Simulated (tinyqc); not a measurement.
Domain walls in a thin film with perpendicular anisotropy: Bloch, Neel and chiral walls, motion and stripe domains: one step, computed by the program tinyqc. Command: `OMP_NUM_THREADS=1 python tinyqc.py 3003142 3003143 out.jsonl mwall walk`. One thread of a shared host (Intel(R) Xeon(R) Processor @ 2.30GHz), about 0.01 s of CPU time with the checks.

One-dimensional wall: polar angle theta(x), azimuth phi of the moment in the wall (phi = 0 Neel, 90 degrees Bloch). mu_0 = 1.25663706212e-6 T m/A, gamma = 1.76085963023e11 rad/(s T).

Problem. Bloch or Neel. sigma(phi) = sigma_0 + 2 Delta K_D cos^2(phi) - pi D cos(phi), with the wall shape anisotropy K_D = N_x mu_0 M_s^2/2, N_x = t ln 2/(pi Delta). The minimum has cos(phi) = D/D_N for D < D_N = 4 Delta K_D/pi and phi = 0 beyond; sigma turns negative at D_c = (sigma_0 + 2 Delta K_D)/pi.

Inputs (values chosen for the exercise, for a model film): saturation magnetisation M_s = 1190 kA/m; DMI constant D = 0.15 mJ/m^2; thickness t = 1.2 nm.

width parameter Delta = 4.812900 nm

sigma_0 = 15.79090 mJ/m^2

Give: K_D; D_N; azimuth phi; wall energy sigma; D_c.

Solution.

K_D = 48.95 kJ/m^3

D_N = 0.2999 mJ/m^2

azimuth phi = 59.99 degrees

wall energy sigma = 15.67 mJ/m^2

D_c = 5.176 mJ/m^2

A mixed wall, between Bloch and Neel. D is 0.03 of D_c.
